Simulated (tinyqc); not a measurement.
## p-n heterojunction, non-linear Poisson equation by Newton steps, Fermi-Dirac statistics: effect of the bias of side 1 against side 2

One dimension, material 1 (p-type) at x < 0 and material 2 (n-type) at x > 0. Band edges: Ec = -psi in material 1 and -psi + dEc in material 2, Ev = Ec - Eg. Flat quasi-Fermi levels: 0 for holes, +V for electrons. n = Nc F((EFn - Ec)/Vt), p = Nv F((Ev - EFp)/Vt), with F(eta) = F_1/2(eta) = (2/sqrt(pi)) int_0^infinity sqrt(u) du/(1 + exp(u - eta)) (Fermi-Dirac statistics); full ionisation, no interface charge, classical densities; the doping types are chosen for the exercise.

Exact first integral: on each side D^2/(2 eps0 er) = G, G = q [Vt (nI_j - nI_b) + Vt (pI_j - pI_b) - C (psi_j - psi_b)], with C = -N1 or +N2, b the neutral end of that side, and nI, pI the densities with F_1/2 replaced by F_3/2(eta) = (4/(3 sqrt(pi))) int_0^infinity u^(3/2) du/(1 + exp(u - eta)). D is continuous, so er1 G1(psi_j) = er2 G2(psi_j) fixes psi_j. Ends from Nv1 F((-psi_L - Eg1)/Vt) = N1 and Nc2 F((V + psi_R - dEc)/Vt) = N2. D is counted positive when psi rises towards material 2. Depletion (Anderson) capacitance C^2 = q eps0 er1 er2 N1 N2/(2 (er1 N1 + er2 N2)(psi_R - psi_L)). -dD/dV is the change of the displacement at the interface with both quasi-Fermi levels flat; it is the terminal capacitance only while neither side holds an inversion layer. n_j and p_j are densities at the interface.

Inputs (values chosen for the exercise); band and dielectric values close to those of Si and SiGe:

| symbol | value | unit | meaning |
|---|---|---|---|
| T | 300 | K | temperature |
| Eg1 | 1.14 | eV | band gap of material 1 |
| er1 | 11.8 |  | relative permittivity of material 1 |
| Nc1 | 2.76e19 | cm^-3 | conduction-band density of states of material 1 |
| Nv1 | 2.65e19 | cm^-3 | valence-band density of states of material 1 |
| Eg2 | 0.93 | eV | band gap of material 2 |
| er2 | 12.9 |  | relative permittivity of material 2 |
| Nc2 | 1.92e19 | cm^-3 | conduction-band density of states of material 2 |
| Nv2 | 1.01e19 | cm^-3 | valence-band density of states of material 2 |
| dEc | -0.02 | eV | conduction-band offset Ec2 - Ec1 |
| N1 | 9.9e17 | cm^-3 | acceptor density of material 1 |
| N2 | 9.9e15 | cm^-3 | donor density of material 2 |

Constants: q = 1.602176634e-19 C, kB = 1.380649e-23 J/K, Vt = kB T/q, eps0 = 8.8541878128e-14 F/cm where lengths are in cm. Results are converted to the units shown.

Results:
```
V (V),psi_R - psi_L (V),psi_j - psi_L (V),psi_R - psi_j (V),D/q (cm^-2),n_j in 1 (cm^-3),p_j in 2 (cm^-3),-dD/dV (nF/cm^2),depletion C (nF/cm^2)
0.3,0.5397,0.1310,0.4087,1.165e12,8.940e8,3.341e18,2.055,40.75
-0.64,1.480,0.1332,1.346,1.177e12,1.577e-7,3.088e18,2.163,24.61
-1.11,1.950,0.1344,1.815,1.184e12,2.100e-15,2.963e18,2.221,21.44
-1.59,2.430,0.1356,2.294,1.190e12,1.903e-23,2.836e18,2.284,19.20
-2.06,2.900,0.1369,2.763,1.197e12,2.541e-31,2.712e18,2.349,17.58
-2.53,3.370,0.1382,3.231,1.204e12,3.399e-39,2.590e18,2.417,16.31
-3,3.840,0.1396,3.700,1.211e12,4.554e-47,2.468e18,2.490,15.28
```

Estimate the missing row, V = -0.17 V.

Computed row:
```
V (V),psi_R - psi_L (V),psi_j - psi_L (V),psi_R - psi_j (V),D/q (cm^-2),n_j in 1 (cm^-3),p_j in 2 (cm^-3),-dD/dV (nF/cm^2),depletion C (nF/cm^2)
-0.17,1.010,0.1321,0.8776,1.171e12,11.87,3.214e18,2.107,29.79
```

With this row back in the table: As V goes from 0.3 to -3, the total bending rises from 0.540 to 3.84 V and the sheet charge D/q rises from 1.16e12 to 1.21e12 cm^-2; the share of the bending in material 1 falls from 24.3 to 3.63 %. The capacitance departs most from the depletion formula at V = 0.3, where it is 95 % below it, and there the holes at the interface in material 2 outnumber its donors: an inversion layer has formed, which screens D from the bias.

Numbers from tinyqc (`OMP_NUM_THREADS=1 python tinyqc.py 2040163 2040164 out.jsonl`; about 0.3 s on one thread of a shared Intel Xeon 2.30GHz).
